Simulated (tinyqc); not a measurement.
Dose and depth of a threshold implant.

Question. A sheet of D acceptors per cm^2 lies at depth xi inside the depleted layer of a body doped Na. In the depletion approximation VT = Vfb + f2 + q D/Cox + gamma sqrt(f2 + Vsb - q D xi/(eps0 eps_r)), gamma = sqrt(2 eps0 eps_r q Na)/Cox, Cox = eps0 eox/tox. Find gamma, D and xi.

Parameters, values chosen for the exercise; band and dielectric values close to those of silicon:
- eps_r = 11.8 (relative permittivity)
- Na = 9.3e17 cm^-3 (acceptor density deep in the body)
- eox = 9.12 (relative permittivity of the gate insulator (close to aluminium oxide))
- tox = 5.4 nm (insulator thickness)
- Vfb = -0.88 V (flat-band voltage)
- f2 = 0.857 V (band bending 2 phiF at threshold)

Constants: q = 1.602176634e-19 C, eps0 = 8.8541878128e-14 F/cm where lengths are in cm. Results are converted to the units shown.

VT against the source at Vsb = 0 and 1.5 V (V): 0.42770575  0.67896281

Answer. With y^2 = f2 - q D xi/(eps0 eps_r) and d the difference of the thresholds over gamma, sqrt(y^2 + Vsb) - y = d gives y = (Vsb - d^2)/(2 d). The first threshold then gives D, and y^2 gives xi.

gamma = 0.373 V^0.5
D = 1.50e12 cm^-2
xi = 11.0 nm

Computed by the program tinyqc: `OMP_NUM_THREADS=1 python tinyqc.py 2080006 2080007 out.jsonl`, one thread of a shared Intel Xeon 2.30GHz, about 0.3 s for the whole run.
